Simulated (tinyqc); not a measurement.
Fermi-level pinning from two metals.

Question. Cowley-Sze model with the space charge neglected: phiB = S (phiM - chi) + (1 - S)(Eg - phi0), S = 1/(1 + q Dit dl/(eps0 ei)), dl in cm. Find S, phi0 and Dit.

Values chosen for this exercise; band and dielectric values close to those of silicon:
- Eg = 1.14 eV (band gap)
- chi = 3.98 eV (electron affinity)
- dl = 0.5 nm (thickness of the interfacial layer)
- ei = 1 (relative permittivity of the interfacial layer)

Constants: q = 1.602176634e-19 C, eps0 = 8.8541878128e-14 F/cm where lengths are in cm. Results are converted to the units shown.

barriers for metals with phiM = 4.32 and 5.06 eV (eV): 0.71999969  0.82090931

Solution. S is the slope of phiB against phiM; either barrier then gives phi0, and S gives Dit.

S = 0.136
phi0 = 0.360 eV
Dit = 7.00e13 cm^-2 eV^-1

Computed by the program tinyqc: `OMP_NUM_THREADS=1 python tinyqc.py 2020115 2020116 out.jsonl`, one thread of a shared Intel Xeon 2.30GHz, about 0.08 s for the whole run.
